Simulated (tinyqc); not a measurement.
## Schottky emission and Poole-Frenkel conduction in an insulator, and how to tell them apart: activation energy against field

Schottky emission (electrode-limited): J = As T^2 exp[-(pb - b sqrt(F))/Vt], b = sqrt(q/(4 pi eps0 ei)). Poole-Frenkel emission (bulk-limited): J = s0 F exp[-(pt - 2 b sqrt(F))/Vt]. F in V/cm.

The activation energy is -d ln J/d(q/kB T) at fixed F.

Parameters, values chosen for the exercise; dielectric values close to those of aluminium oxide: temperature T = 400 K; high-frequency relative permittivity ei = 3; trap depth pt = 1.09 eV; Poole-Frenkel prefactor s0 = 0.11 S/cm; electrode barrier pb = 0.94 eV; Richardson constant As = 16 A/(cm^2 K^2).

Constants: q = 1.602176634e-19 C, kB = 1.380649e-23 J/K, Vt = kB T/q, eps0 = 8.8541878128e-14 F/cm where lengths are in cm. Results are converted to the units shown.

Result of one run:
```
sqrt(F) ((V/cm)^0.5),"J, Schottky (A/cm^2)",its Ea (eV),"J, Poole-Frenkel (A/cm^2)",its Ea (eV)
1068,0.003251,0.7750,0.001817,0.6222
```

Which field F gave this result: 0.67, 1.14, 2.07, 3.01 or 3.48 MV/cm?

F = 1.14 MV/cm.

The whole series:
```
F (MV/cm),sqrt(F) ((V/cm)^0.5),"J, Schottky (A/cm^2)",its Ea (eV),"J, Poole-Frenkel (A/cm^2)",its Ea (eV)
0.2,447.2,6.298e-5,0.9110,1.197e-7,0.8940
0.67,818.5,6.671e-4,0.8296,4.498e-5,0.7313
1.14,1068,0.003251,0.7750,0.001817,0.6222
1.61,1269,0.01168,0.7309,0.03310,0.5340
2.07,1439,0.03437,0.6937,0.3689,0.4596
2.54,1594,0.09206,0.6598,3.247,0.3917
3.01,1735,0.2258,0.6288,23.16,0.3298
3.48,1865,0.5178,0.6002,140.7,0.2726
```

Both activation energies fall linearly in sqrt(F), the Poole-Frenkel one twice as fast (0.894 to 0.273 eV against 0.911 to 0.600 eV). They extrapolate to pt = 1.09 eV and to pb + 2 kB T = 1.01 eV, the 2 kB T coming from the T^2. The smaller current changes from one mechanism to the other between F = 1.14 and 1.61 MV/cm. For F = 2.07, 2.54, 3.01, 3.48 a Fowler-Nordheim estimate for tunnelling through pb with a mass of 0.4 m0 exceeds the Schottky current, so tunnelling, left out here, would compete. For F = 2.54, 3.01, 3.48 a Fowler-Nordheim estimate for tunnelling through pb with a mass of 0.4 m0 exceeds the Poole-Frenkel current, so tunnelling, left out here, would compete.

Numbers from tinyqc (`OMP_NUM_THREADS=1 python tinyqc.py 2370055 2370056 out.jsonl`; about 0.01 s on one thread of a shared Intel Xeon 2.30GHz).
